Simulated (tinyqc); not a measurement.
Froehlich polaron in a polar crystal: one step, computed by the program tinyqc. Command: `OMP_NUM_THREADS=1 python tinyqc.py 3006831 3006832 out.jsonl frohlich walk`. One thread of a shared host (Intel(R) Xeon(R) Processor @ 2.30GHz), about 0.05 s of CPU time with the checks.

One electron in a parabolic band of mass m*, coupled to dispersionless LO phonons in the continuum model. Energies are in units of hbar omega unless marked, wave numbers in k_0 = sqrt(2 m* omega/hbar).

Question. Coupling constant and length scale. 1/eps* = 1/eps_inf - 1/eps_s; k_0 = sqrt(2 m* omega/hbar) = sqrt(m* hbar omega / (hbar^2/(2 m_0))) with m* in m_0; alpha = (e^2/(4 pi eps_0)) k_0/(2 eps* hbar omega); polaron length 1/k_0.

Inputs (values chosen for the exercise, modelled on strontium titanate):
```
quantity                          value  unit
band mass m*                      0.758   m_0
LO phonon energy hbar omega        83.2   meV
eps_inf                            5.07     -
static dielectric constant eps_s    298     -
```

Constants: hbar^2/(2 m_0) = 3.80998212 eV angstrom^2; e^2/(4 pi eps_0) = 14.39964548 eV angstrom.

Give: eps*; k_0; coupling constant alpha; polaron length 1/k_0.

Answer.

eps* = 5.1578

k_0 = 0.12866 1/angstrom

coupling constant alpha = 2.1586

polaron length 1/k_0 = 7.7726 angstrom

Intermediate coupling.
